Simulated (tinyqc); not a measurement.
# Ballast resistance and gain from the on-state line

Inverse problem. At high current V = BV (1 + be)^(-1/n) + I Ro. Find Ro, the intercept and be.

Parameters, values chosen for the exercise: junction breakdown voltage BV = 7.3 V; exponent of the multiplication n = 2.6.

V at I = 4.5 and 9.1 mA/um (V): [4.9761187, 7.1841187]

Answer. The slope is Ro; the intercept over BV is (1 + be)^(-1/n).

Ro = 480 ohm um
intercept = 2.82 V
be = 10.9

Computed by the program tinyqc: `OMP_NUM_THREADS=1 python tinyqc.py 2670105 2670106 out.jsonl`, one thread of a shared Intel Xeon 2.30GHz, about 0.02 s for the whole run.
